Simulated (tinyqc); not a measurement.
# Undoped symmetric double-gate MOSFET, analytic potential model: what changes with what

An undoped body of thickness ts between two equal insulators and tied gates; long channel, electrons only, n = ni exp((psi - V)/Vt) with V the quasi-Fermi potential (0 at the source, Vd at the drain), constant mobility, no quantisation. Across the body psi(x) = V - 2 Vt ln[(ts/(2 beta)) sqrt(q ni/(2 eps0 eps_r Vt)) cos(2 beta x/ts)], x from the centre. Q is the electron charge per area of the whole body.

Inputs (values chosen for the exercise); material values close to those of In0.53Ga0.47As: temperature T = 325 K; band gap Eg = 0.727 eV; relative permittivity of the semiconductor eps_r = 13.9; conduction-band density of states at T Nc = 2.4e17 cm^-3; valence-band density of states at T Nv = 8.75e18 cm^-3; relative permittivity of the gate insulator eox = 21.9; insulator thickness tox = 11 nm; body thickness ts = 8 nm; gate work function less that of the intrinsic body dphi = 0.09 V; channel mobility mu = 110 cm^2/(V s); gate length L = 1 um; drain voltage Vd = 0.8 V.

Constants: q = 1.602176634e-19 C, kB = 1.380649e-23 J/K, Vt = kB T/q, eps0 = 8.8541878128e-14 F/cm where lengths are in cm. Results are converted to the units shown.

Each table varies one quantity; the others keep the values above.

## Transfer curve and volume inversion

ni = sqrt(Nc Nv) exp(-Eg/(2 Vt)), Eg in volts; r = eps_r tox/(eox ts); V0 = dphi + 2 Vt ln[(2/ts) sqrt(2 eps0 eps_r Vt/(q ni))]. beta (between 0 and pi/2) solves (Vg - V0 - V)/(2 Vt) = ln(beta) - ln(cos beta) + 2 r beta tan(beta). Q = 8 eps0 eps_r Vt beta tan(beta)/ts; I = mu (1/L)(4 eps0 eps_r/ts)(2 Vt)^2 [g(beta_s) - g(beta_d)] per width, g = beta tan(beta) - beta^2/2 + r beta^2 tan^2(beta), with beta_s at V = 0 and beta_d at V = Vd. The drop is psi(surface) - psi(centre) at the source end; C = dQs/dVg, Cg = 2 eps0 eox/tox; gm = dI/dVg.

Transfer curve and volume inversion:

| Vg (V) | Qs (nC/cm^2) | drop (mV) | C/Cg | I (uA/um) | gm/I (1/V) |
|---|---|---|---|---|---|
| 0.17 | 0.007458 | 6.060e-4 | 7.553e-5 | 2.298e-5 | 35.70 |
| 0.28 | 0.3771 | 0.03064 | 0.003802 | 0.001164 | 35.63 |
| 0.4 | 21.28 | 1.712 | 0.1717 | 0.07396 | 31.65 |
| 0.51 | 174.9 | 13.09 | 0.5809 | 1.096 | 17.56 |
| 0.62 | 436.4 | 29.18 | 0.7425 | 4.732 | 10.14 |
| 0.73 | 740.0 | 44.06 | 0.8154 | 11.82 | 6.886 |
| 0.85 | 1095 | 57.97 | 0.8602 | 23.91 | 5.038 |
| 0.96 | 1434 | 68.82 | 0.8865 | 39.21 | 4.024 |
| 1.07 | 1782 | 78.21 | 0.9049 | 58.65 | 3.341 |

The current rises from 2.30e-5 to 58.7 uA/um. In the first row gm/I is 35.7 1/V, within 0.01 % of 1/Vt: with no depletion charge the whole body follows the gate, and the swing is ideal. The drop between surface and centre goes from 6.1e-4 to 78.2 mV and passes Vt at Vg = 0.62 V among the rows; below that the density varies across the body by less than a factor of e (volume inversion). C reaches 0.90 of Cg in the last row. For Vg = 0.4 to 1.07 V the surface density at the source passes 0.3 Nc, where Boltzmann statistics fail.

## Effect of the insulator thickness

Q = 8 eps0 eps_r Vt beta tan(beta)/ts; I = mu (1/L)(4 eps0 eps_r/ts)(2 Vt)^2 [g(beta_s) - g(beta_d)] per width, g = beta tan(beta) - beta^2/2 + r beta^2 tan^2(beta), with beta_s at V = 0 and beta_d at V = Vd.  I(low) is taken at Vg = 0.22 V, Qs and I(high) at Vg = 0.97 V.

The same in every row: V0 (V) = 0.4708.

Effect of the insulator thickness:

| tox (nm) | I(low) (nA/um) | Qs(high) (nC/cm^2) | I(high) (uA/um) |
|---|---|---|---|
| 3.7 | 0.1370 | 3816 | 97.70 |
| 5.3 | 0.1370 | 2790 | 73.60 |
| 7.6 | 0.1370 | 2033 | 55.14 |
| 11 | 0.1369 | 1466 | 40.80 |
| 16 | 0.1369 | 1049 | 29.92 |
| 23 | 0.1369 | 756.8 | 22.05 |
| 33 | 0.1369 | 545.3 | 16.20 |

As tox goes from 3.7 to 33 nm, I(low) stays near 0.137 nA/um and I(high) falls from 97.7 to 16.2 uA/um. On average I(low) is independent of tox and I(high) goes as tox^(-0.82). Below threshold no voltage drops over the insulator in this long-channel model, so its thickness does not matter there. In every row the surface density at the source at the higher gate voltage passes 0.3 Nc, where Boltzmann statistics fail.

Numbers from tinyqc (`OMP_NUM_THREADS=1 python tinyqc.py 2440058 2440059 out.jsonl`; about 0.01 s on one thread of a shared Intel Xeon 2.30GHz).
